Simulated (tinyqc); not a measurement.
Pariser-Parr-Pople SCF with singles CI, for the molecule ClC1=C2C=CC=C2C=C1 (SMILES; centres numbered as the heavy atoms are written), step by step. Computed by tinyqc, a small Python program that keeps every step. Settings: charge = 0, gamma = MN, start = huckel, damping = 0, iteration cap = 53, excitations kept = 9. Command: `OMP_NUM_THREADS=1 python tinyqc.py 27338 27339 out.jsonl` (the two numbers bound the seeds that draw the settings). One thread of a shared host (Intel(R) Xeon(R) Processor @ 2.60GHz), about 0.02 s of CPU time with the checks. Later iterations appear only in the table of the cycle.

## PPP integrals

Centres (angstrom, eV; a flat drawing with bonds scaled to 1.40 angstrom):
```
centre          x          y  core charge z          W   gamma_rr
1Cl     -2.291000  -1.416000              2  26.000000  13.000000
2C      -1.379000  -0.355000              1  11.160000  11.130000
3C       0.017000  -0.469000              1  11.160000  11.130000
4C       1.078000  -1.381000              1  11.160000  11.130000
5C       2.274000  -0.654000              1  11.160000  11.130000
6C       1.952000   0.709000              1  11.160000  11.130000
7C       0.556000   0.823000              1  11.160000  11.130000
8C      -0.505000   1.735000              1  11.160000  11.130000
9C      -1.701000   1.008000              1  11.160000  11.130000
```

Resonance integrals (eV):
```
i  j       beta
1  2  -1.590000
2  3  -2.390000
3  4  -2.390000
4  5  -2.390000
5  6  -2.390000
6  7  -2.390000
7  8  -2.390000
8  9  -2.390000
9  2  -2.390000
7  3  -2.390000
```

Mataga-Nishimoto: gamma = 14.399645/(R + a), a = 2 x 14.399645/(gamma_rr + gamma_ss); H_rr = -W_r - sum_(s != r) z_s gamma_rs; H_rs = beta for bonds.

repulsion gamma_rs (eV):
```
           1Cl         2C         3C         4C         5C         6C         7C         8C
1Cl  13.000000   5.554133   3.904211   3.155957   2.473458   2.424636   2.990297   2.990291
2C    5.554133  11.130000   5.344255   3.639597   2.903749   3.005828   4.045821   4.045804
3C    3.904211   5.344255  11.130000   5.347337   4.046733   4.045821   5.345691   4.046275
4C    3.155957   3.639597   5.347337  11.130000   5.346287   4.045804   4.046275   3.006933
5C    2.473458   2.903749   4.046733   5.346287  11.130000   5.344509   4.045534   2.904040
6C    2.424636   3.005828   4.045821   4.045804   5.344509  11.130000   5.344255   3.639597
7C    2.990297   4.045821   5.345691   4.046275   4.045534   5.344255  11.130000   5.347337
8C    2.990291   4.045804   4.046275   3.006933   2.904040   3.639597   5.347337  11.130000
9C    3.904168   5.344509   4.045534   2.904040   2.570340   2.903749   4.046733   5.346287

            9C
1Cl   3.904168
2C    5.344509
3C    4.045534
4C    2.904040
5C    2.570340
6C    2.903749
7C    4.046733
8C    5.346287
9C   11.130000
```

core matrix H (eV):
```
            1Cl          2C          3C          4C          5C          6C          7C          8C
1Cl  -53.397150   -1.590000    0.000000    0.000000    0.000000    0.000000    0.000000    0.000000
2C    -1.590000  -50.597829   -2.390000    0.000000    0.000000    0.000000    0.000000    0.000000
3C     0.000000   -2.390000  -51.190068   -2.390000    0.000000    0.000000   -2.390000    0.000000
4C     0.000000    0.000000   -2.390000  -45.808186   -2.390000    0.000000    0.000000    0.000000
5C     0.000000    0.000000    0.000000   -2.390000  -43.268108   -2.390000    0.000000    0.000000
6C     0.000000    0.000000    0.000000    0.000000   -2.390000  -44.338835   -2.390000    0.000000
7C     0.000000    0.000000   -2.390000    0.000000    0.000000   -2.390000  -49.362240   -2.390000
8C     0.000000    0.000000    0.000000    0.000000    0.000000    0.000000   -2.390000  -45.476855
9C     0.000000   -2.390000    0.000000    0.000000    0.000000    0.000000    0.000000   -2.390000

             9C
1Cl    0.000000
2C    -2.390000
3C     0.000000
4C     0.000000
5C     0.000000
6C     0.000000
7C     0.000000
8C    -2.390000
9C   -46.129528
```

## Starting guess

pi electrons, sum of z_r less the charge = 10

Orbitals of the Hueckel matrix of the beta values.

P at the start:
```
           1Cl         2C         3C         4C         5C         6C         7C         8C
1Cl   0.969404   0.741517   0.003309  -0.385157   0.023858   0.354264  -0.071281  -0.410644
2C    0.741517   1.023752   0.428516   0.040836  -0.046436  -0.071283  -0.079772  -0.057771
3C    0.003309   0.428516   1.197669   0.588279  -0.214513  -0.202570   0.540655  -0.074903
4C   -0.385157   0.040836   0.588279   1.130108   0.642331  -0.170113  -0.187788  -0.087697
5C    0.023858  -0.046436  -0.214513   0.642331   1.174509   0.657113  -0.210187  -0.062850
6C    0.354264  -0.071283  -0.202570  -0.170113   0.657113   1.134435   0.567538   0.045704
7C   -0.071281  -0.079772   0.540655  -0.187788  -0.210187   0.567538   1.187756   0.471068
8C   -0.410644  -0.057771  -0.074903  -0.087697  -0.062850   0.045704   0.471068   1.023182
9C    0.032847   0.497350  -0.215055   0.050035   0.168194  -0.159320  -0.193773   0.765671

            9C
1Cl   0.032847
2C    0.497350
3C   -0.215055
4C    0.050035
5C    0.168194
6C   -0.159320
7C   -0.193773
8C    0.765671
9C    1.159184
```

## Iteration 1: Fock matrix

F_rr = H_rr + P_rr gamma_rr / 2 + sum_(s != r) P_ss gamma_rs; F_rs = H_rs - P_rs gamma_rs / 2; E = tr P (H + F) / 2 + core repulsion sum_(r<s) z_r z_s gamma_rs.

F (eV):
```
            1Cl         2C         3C         4C         5C         6C         7C         8C
1Cl  -16.374747  -3.649241  -0.006460   0.607769  -0.029506  -0.429481   0.106575   0.613972
2C    -3.649241  -7.041951  -3.535048  -0.074312   0.067419   0.107133   0.161372   0.116864
3C    -0.006460  -3.535048  -4.704401  -3.962863   0.434039   0.409781  -3.835088   0.151540
4C     0.607769  -0.074312  -3.962863  -4.211443  -4.107044   0.344122   0.379921   0.131850
5C    -0.029506   0.067419   0.434039  -4.107044  -3.653971  -4.145975   0.425158   0.091259
6C    -0.429481   0.107133   0.409781   0.344122  -4.145975  -3.465482  -3.906535  -0.083173
7C     0.106575   0.161372  -3.835088   0.379921   0.425158  -3.906535  -3.760120  -3.649479
8C     0.613972   0.116864   0.151540   0.131850   0.091259  -0.083173  -3.649479  -4.409515
9C    -0.064121  -3.719046   0.435007  -0.072651  -0.216158   0.231313   0.392073  -4.436748

            9C
1Cl  -0.064121
2C   -3.719046
3C    0.435007
4C   -0.072651
5C   -0.216158
6C    0.231313
7C    0.392073
8C   -4.436748
9C   -5.705648
```

pi energy = -134.034174 eV

## Iteration 1: orbitals and new P

Diagonalise F (the basis is taken as orthonormal) and form P = 2 sum c c over the lowest orbitals.

orbital energies (eV): -17.910205  -12.636731  -10.257689  -8.732313  -7.283049  -4.359684  1.053963  3.036912  3.761518

P after iteration 1:
```
           1Cl         2C         3C         4C         5C         6C         7C         8C
1Cl   1.886042   0.314566  -0.107476  -0.190585   0.042864   0.191922   0.024012  -0.135268
2C    0.314566   0.959778   0.550868   0.305575  -0.109439  -0.362145  -0.133633   0.087535
3C   -0.107476   0.550868   1.177009   0.465240  -0.200118  -0.098240   0.546953  -0.117343
4C   -0.190585   0.305575   0.465240   0.869587   0.699753   0.151894  -0.175054  -0.305316
5C    0.042864  -0.109439  -0.200118   0.699753   1.128192   0.614804  -0.182164  -0.044628
6C    0.191922  -0.362145  -0.098240   0.151894   0.614804   0.783382   0.526604   0.305698
7C    0.024012  -0.133633   0.546953  -0.175054  -0.182164   0.526604   1.152212   0.527222
8C   -0.135268   0.087535  -0.117343  -0.305316  -0.044628   0.305698   0.527222   0.835275
9C   -0.102752   0.577886  -0.273106  -0.016044   0.163989  -0.060196  -0.200339   0.683017

            9C
1Cl  -0.102752
2C    0.577886
3C   -0.273106
4C   -0.016044
5C    0.163989
6C   -0.060196
7C   -0.200339
8C    0.683017
9C    1.208521
```

## Iteration 2: Fock matrix

As before.

F (eV):
```
            1Cl         2C         3C         4C         5C         6C         7C         8C
1Cl  -13.116073  -2.463571   0.209804   0.300740  -0.053011  -0.232670  -0.035901   0.202245
2C    -2.463571  -5.195494  -3.861990  -0.556086   0.158892   0.544273   0.270329  -0.177074
3C     0.209804  -3.861990  -5.334076  -3.633898   0.404912   0.198731  -3.851922   0.237401
4C     0.300740  -0.556086  -3.633898  -5.345168  -4.260539  -0.307266   0.354159   0.459033
5C    -0.053011   0.158892   0.404912  -4.260539  -5.745522  -4.032912   0.368476   0.064801
6C    -0.232670   0.544273   0.198731  -0.307266  -4.032912  -5.504613  -3.797154  -0.556309
7C    -0.035901   0.270329  -3.851922   0.354159   0.368476  -3.797154  -5.508950  -3.799617
8C     0.202245  -0.177074   0.237401   0.459033   0.064801  -0.556309  -3.799617  -5.178486
9C     0.200581  -3.934258   0.552431   0.023297  -0.210754   0.087397   0.405360  -4.215803

            9C
1Cl   0.200581
2C   -3.934258
3C    0.552431
4C    0.023297
5C   -0.210754
6C    0.087397
7C    0.405360
8C   -4.215803
9C   -5.321292
```

pi energy = -140.917031 eV

## Iteration 2: orbitals and new P

As before.

orbital energies (eV): -14.376426  -13.394218  -11.178103  -9.794439  -8.453679  -3.722567  0.543013  1.760848  2.365898

P after iteration 2:
```
           1Cl         2C         3C         4C         5C         6C         7C         8C
1Cl   1.923332   0.285122  -0.087206  -0.141636   0.024641   0.135535   0.011474  -0.101762
2C    0.285122   0.827216   0.526050   0.324779  -0.073582  -0.354937  -0.108441   0.152506
3C   -0.087206   0.526050   1.185765   0.501918  -0.214346  -0.136664   0.543950  -0.141704
4C   -0.141636   0.324779   0.501918   0.872767   0.679792   0.123517  -0.176009  -0.312978
5C    0.024641  -0.073582  -0.214346   0.679792   1.139191   0.629180  -0.214731  -0.039293
6C    0.135535  -0.354937  -0.136664   0.123517   0.629180   0.864869   0.551950   0.305793
7C    0.011474  -0.108441   0.543950  -0.176009  -0.214731   0.551950   1.176017   0.482962
8C   -0.101762   0.152506  -0.141704  -0.312978  -0.039293   0.305793   0.482962   0.853695
9C   -0.095046   0.583291  -0.220574  -0.006353   0.151731  -0.097108  -0.215071   0.706145

            9C
1Cl  -0.095046
2C    0.583291
3C   -0.220574
4C   -0.006353
5C    0.151731
6C   -0.097108
7C   -0.215071
8C    0.706145
9C    1.157148
```

## Iteration 3: Fock matrix

As before.

F (eV):
```
            1Cl         2C         3C         4C         5C         6C         7C         8C
1Cl  -13.415262  -2.381802   0.170235   0.223499  -0.030474  -0.164312  -0.017155   0.152150
2C    -2.381802  -5.494582  -3.795674  -0.591032   0.106833   0.533440   0.219366  -0.308504
3C     0.170235  -3.795674  -5.463062  -3.731962   0.433701   0.276460  -3.843894   0.286687
4C     0.223499  -0.591032  -3.731962  -5.254439  -4.207181  -0.249864   0.356091   0.470552
5C    -0.030474   0.106833   0.433701  -4.207181  -5.471319  -4.071329   0.434352   0.057054
6C    -0.164312   0.533440   0.276460  -0.249864  -4.071329  -5.207028  -3.864881  -0.556482
7C    -0.017155   0.219366  -3.843894   0.356091   0.434352  -3.864881  -5.371035  -3.681279
8C     0.152150  -0.308504   0.286687   0.470552   0.057054  -0.556482  -3.681279  -5.274648
9C     0.185537  -3.948703   0.446171   0.009224  -0.195000   0.140989   0.435168  -4.277627

            9C
1Cl   0.185537
2C   -3.948703
3C    0.446171
4C    0.009224
5C   -0.195000
6C    0.140989
7C    0.435168
8C   -4.277627
9C   -5.665726
```

pi energy = -141.147675 eV

## Iteration 3: orbitals and new P

As before.

orbital energies (eV): -14.592949  -13.378197  -11.236865  -9.826302  -8.503269  -3.709962  0.560915  1.711192  2.358336

P after iteration 3:
```
           1Cl         2C         3C         4C         5C         6C         7C         8C
1Cl   1.934568   0.267406  -0.087078  -0.125090   0.023051   0.118808   0.012359  -0.086238
2C    0.267406   0.823103   0.527249   0.325815  -0.073536  -0.350024  -0.108932   0.155199
3C   -0.087078   0.527249   1.188994   0.500199  -0.217527  -0.135547   0.542809  -0.146806
4C   -0.125090   0.325815   0.500199   0.870880   0.679331   0.129135  -0.177001  -0.318989
5C    0.023051  -0.073536  -0.217527   0.679331   1.137369   0.630260  -0.214072  -0.037827
6C    0.118808  -0.350024  -0.135547   0.129135   0.630260   0.859791   0.552088   0.312783
7C    0.012359  -0.108932   0.542809  -0.177001  -0.214072   0.552088   1.177428   0.481874
8C   -0.086238   0.155199  -0.146806  -0.318989  -0.037827   0.312783   0.481874   0.850619
9C   -0.098030   0.590912  -0.215925  -0.008790   0.147978  -0.093802  -0.218403   0.700992

            9C
1Cl  -0.098030
2C    0.590912
3C   -0.215925
4C   -0.008790
5C    0.147978
6C   -0.093802
7C   -0.218403
8C    0.700992
9C    1.157247
```

## Convergence

Stop when output and input P, before any damping, agree to 1e-7.

Course of the cycle:
```
iteration         E (eV)  largest |P(out) - P(in)|
1          -134.03417413                  9.17e-01
2          -140.91703143                  1.33e-01
3          -141.14767543                  1.77e-02
4          -141.15762034                  6.49e-03
5          -141.15887449                  2.47e-03
6          -141.15909293                  1.42e-03
7          -141.15916071                  1.01e-03
8          -141.15920000                  7.98e-04
9          -141.15923021                  6.76e-04
10         -141.15925523                  6.22e-04
11         -141.15927628                  5.73e-04
...                  ...                       ...
43         -141.15939134                  4.01e-05
44         -141.15939143                  3.69e-05
45         -141.15939150                  3.40e-05
46         -141.15939156                  3.13e-05
47         -141.15939162                  2.88e-05
48         -141.15939166                  2.65e-05
49         -141.15939170                  2.44e-05
50         -141.15939173                  2.25e-05
51         -141.15939176                  2.07e-05
52         -141.15939178                  1.90e-05
53         -141.15939180                  1.75e-05
```

Not converged within 53 iterations: the residual falls steadily but slowly, by a factor of about 0.92 a step. Reruns (cap 100 unless said): damping 0.5: not converged; the original settings with a cap of 400: converged in 116 (E = -141.15939).
